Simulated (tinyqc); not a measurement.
# Charge-trap memory cell: threshold shift against programming time

Channel, tunnel oxide, storage layer, blocking layer, gate. N electrons per area sit in a sheet at the centroid and shift the threshold by U = (q/eps0) N (tb/eb + xc tn/en). EOT = t1 + 3.9 (tn/en + tb/eb); tunnel field F = (Vg - U)/EOT; dN/dt = eta (J/q)(1 - N/Nm). Fowler-Nordheim: J = A F^2 exp(-B/F), A = q^2/(16 pi^2 hbar mo phi) (times 1e14 for A/cm^2 with F in V/nm, emitter mass m0), B = (4/3) sqrt(mo/C) phi^1.5, C = hbar^2/(2 m0).

The rate equation is integrated from N = 0 to the digits shown; blocking field (3.9 F + q N/eps0)/eb.

Inputs (values chosen for the exercise); oxide values close to those of silicon dioxide, storage layer close to silicon nitride, blocking layer close to silicon dioxide: tunnel barrier phi = 3.13 eV; tunnelling mass mo = 0.41 m0; tunnel oxide (permittivity 3.9) t1 = 5.3 nm; storage layer tn = 4.9 nm; its relative permittivity en = 7.5; blocking layer tb = 7.9 nm; its relative permittivity eb = 3.9; charge centroid, share of tn counted from the blocking side xc = 0.56; capture efficiency of an empty layer eta = 0.62; trap density Nm = 2.1e13 cm^-2; gate voltage less flat band and surface potential Vg = 16.6 V.

Constants: q = 1.602176634e-19 C, hbar = 1.054571817e-34 J s, m0 = 9.1093837015e-31 kg, eps0 = 8.8541878128e-14 F/cm where lengths are in cm, hbar^2/(2 m0) = 0.0380998212 eV nm^2. Results are converted to the units shown.

Result of one run:
```
t (s)      N/Nm   U (V)  F (V/nm)  blocking field (V/nm)
3.9e-5  0.06132  0.5573     1.019                  1.078
```

What becomes of these results when the time t is changed from 3.9e-5 to 1.4 s, all else the same?

Result of the changed run:
```
t (s)    N/Nm  U (V)  F (V/nm)  blocking field (V/nm)
1.4    0.5539  5.033    0.7345                  1.274
```

The whole series:
```
t (s)       N/Nm   U (V)  F (V/nm)  blocking field (V/nm)
8.7e-6   0.01939  0.1762     1.043                  1.062
3.9e-5   0.06132  0.5573     1.019                  1.078
0.00017   0.1325   1.204    0.9776                  1.107
0.00078   0.2171   1.973    0.9288                  1.140
0.0035    0.2972   2.701    0.8826                  1.172
0.016     0.3715   3.376    0.8397                  1.202
0.07      0.4373   3.974    0.8018                  1.228
0.31      0.4978   4.524    0.7668                  1.252
1.4       0.5539   5.033    0.7345                  1.274
6.3       0.6052   5.499    0.7049                  1.295
```

U rises from 0.176 to 5.50 V, by 0.714 V a decade at the end. In the last row the falling field has cut J by a factor of 1.96e5, and filling has cut the capture by 2.53. The blocking field reaches 12.9 MV/cm, where electrons may escape to the gate, which the model leaves out.

Range of the model: The Fowler-Nordheim form needs F t1 above phi; trap-assisted paths and leakage through the blocking layer are left out.

Numbers from tinyqc (`OMP_NUM_THREADS=1 python tinyqc.py 2130061 2130062 out.jsonl`; about 0.05 s on one thread of a shared Intel Xeon 2.30GHz).
